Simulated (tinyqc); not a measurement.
Where in the gap a trap does harm: carrier lifetime from Shockley-Read-Hall, radiative, Auger and surface recombination. Computed by tinyqc, a small Python program. Command: `OMP_NUM_THREADS=1 python tinyqc.py 3016155 3016156 out.jsonl lifetime walk`. One thread of a shared host (Intel(R) Xeon(R) Processor @ 2.30GHz), about 0.02 s of CPU time with the checks.

Energies are counted from the top of the valence band. Boltzmann statistics, full ionisation, and equal excess densities of electrons and holes.

Inputs (values chosen for the exercise, with bands modelled on ZnSe):

| quantity | value | unit |
|---|---|---|
| gap E_g | 2.73 | eV |
| electron mass m_e | 0.152 | m_0 |
| valleys M_c | 1 | - |
| hole mass m_h | 0.739 | m_0 |
| temperature T | 300 | K |
| doping N | 6.8e+15 | cm^-3 |
| trap level E_t | 1.42 | eV |
| trap density N_t | 1.1e+12 | cm^-3 |
| electron cross-section sigma_n | 4e-14 | cm^2 |
| hole cross-section sigma_p | 1.8e-15 | cm^2 |

Doping: n-type. Surface term: two equal surfaces.

Constants: m_0 = 9.1093837015e-31 kg; k_B = 1.380649e-23 J/K; h = 6.62607015e-34 J s; k_B = 8.617333262e-05 eV/K.

Method:
- N_c = 2 M_c (2 pi m_e k_B T/h^2)^(3/2) and N_v = 2 (2 pi m_h k_B T/h^2)^(3/2), masses in units of m_0.
- n_i = sqrt(N_c N_v) exp(-E_g/2 k_B T); majority density N/2 + sqrt(N^2/4 + n_i^2), minority density n_i^2 over it.
- v = sqrt(3 k_B T/m) with m_e or m_h; tau_n0 = 1/(sigma_n v_n N_t), tau_p0 = 1/(sigma_p v_p N_t); n1 = N_c exp(-(E_g - E_t)/k_B T), p1 = N_v exp(-E_t/k_B T).
- Low injection: tau = [tau_p0 (n_0 + n1) + tau_n0 (p_0 + p1)]/(n_0 + p_0). Depleted region (n = p = 0): generation lifetime tau_g = (tau_p0 n1 + tau_n0 p1)/n_i. n1 = N_c exp(-(E_g - E_t)/k_B T), p1 = N_v exp(-E_t/k_B T).

tau_p0 = 3.71739e-05 s

n_0 = 6.80e+15 cm^-3

N_c = 1.48709e+18 cm^-3

tau_n0 = 7.58666e-07 s

p_0 = 4.79055e-25 cm^-3

N_v = 1.59418e+19 cm^-3

n_i = 5.70752e-05 cm^-3

The same trap at other energies:

| E_t (eV) | SRH lifetime (s) | generation lifetime (s) |
|---|---|---|
| 0.164 | 4.0300e-05 | 3.7245e+14 |
| 0.410 | 3.7174e-05 | 2.7444e+10 |
| 0.682 | 3.7174e-05 | 7.3968e+05 |
| 0.955 | 3.7174e-05 | 1.9180e+01 |
| 1.228 | 3.7174e-05 | 4.9739e-04 |
| 1.365 | 3.7174e-05 | 1.3838e-05 |
| 1.502 | 3.7174e-05 | 2.2732e-03 |
| 1.774 | 3.7174e-05 | 8.4340e+01 |
| 2.047 | 3.7174e-05 | 3.2526e+06 |
| 2.320 | 3.7175e-05 | 1.2544e+11 |
| 2.566 | 5.1463e-05 | 1.7024e+15 |

The SRH lifetime (other channels left aside) stays within 10 % of its least value, among these rows, from E_t = 0.164 to 2.32 eV. The generation lifetime has a sharp minimum, among these rows at 1.365 eV and exactly at 1.345 eV, where tau_p0 n1 = tau_n0 p1, since generation needs two thermal jumps and the larger one rules.

Extremes, crossings and ranges named in words are read from the listed rows.
